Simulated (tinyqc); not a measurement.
Gain against bias and Miller's formula: avalanche multiplication and breakdown of a junction from ionisation integrals. Computed by tinyqc, a small Python program. Command: `OMP_NUM_THREADS=1 python tinyqc.py 3014316 3014317 out.jsonl impact walk`. One thread of a shared host (Intel(R) Xeon(R) Processor @ 2.30GHz), about 0.01 s of CPU time with the checks.

Ionisation coefficients follow the local field. Position x runs through the depletion layer from the p side (x = 0), where electrons enter, to the n side (x = w), where holes enter. The built-in voltage is neglected.

Inputs (values chosen for the exercise, modelled on GaAs):
```
quantity                              value    unit
electron prefactor a_n               197000    1/cm
electron field b_n                   559000    V/cm
hole prefactor a_p                   234000    1/cm
hole field b_p                       650000    V/cm
exponent c                              1.8       -
permittivity eps                       12.9       -
doping N of the lightly doped side  9.3e+14  1/cm^3
```

Junction: one-sided abrupt n+p.

Constants: e = 1.602176634e-19 C; eps_0 = 8.8541878128e-12 F/m.

Method:
- alpha_n = a_n exp(-(b_n/F)^c), alpha_p = a_p exp(-(b_p/F)^c).
- Field F = F_m (1 - s), w = eps eps_0 F_m/(e N), V = F_m w/2, with s = 1 - x/w (the peak lies at the n+ side).
- With Phi(x) = int_0^x (alpha_n - alpha_p) dx': 1 - 1/M_n = I_n = int_0^w alpha_n exp(-Phi) dx and M_p = M_n exp(-Phi(w)); trapezoid rule on 401 even points; breakdown at I_n = 1.
- Solve I_n(F_m) = 1.
- Miller's exponent n is defined by 1 - 1/M = (V/V_B)^n for the larger M.

breakdown voltage = 309.921 V

critical field F_m = 0.284360 MV/cm

Gain:
```
V/V_B   V (V)  F_m (MV/cm)     M_n     M_p  Miller exponent n
0.50   154.96      0.20107   1.041   1.005             4.6584
0.60   185.95      0.22026   1.142   1.025             4.0838
0.70   216.94      0.23791   1.388   1.085             3.5732
0.80   247.94      0.25434   1.999   1.257             3.1091
0.90   278.93      0.26977   4.055   1.882             2.6875
0.95   294.42      0.27716   8.331   3.217             2.4931
0.98   303.72      0.28150  21.286   7.288             2.3818
0.99   306.82      0.28293  42.920  14.094             2.3457
```

What follows from these numbers?

The larger gain passes 2 between 0.800 and 0.900 of V_B and reaches 42.9 at 0.99. Miller's exponent runs from 2.3 to 4.7, so it is not a constant: a fit holds over a narrow range only. From the first row to the last the voltage grows by a factor 1.98 and the peak field by 1.41.

Extremes, crossings and ranges named in words are read from the listed rows.
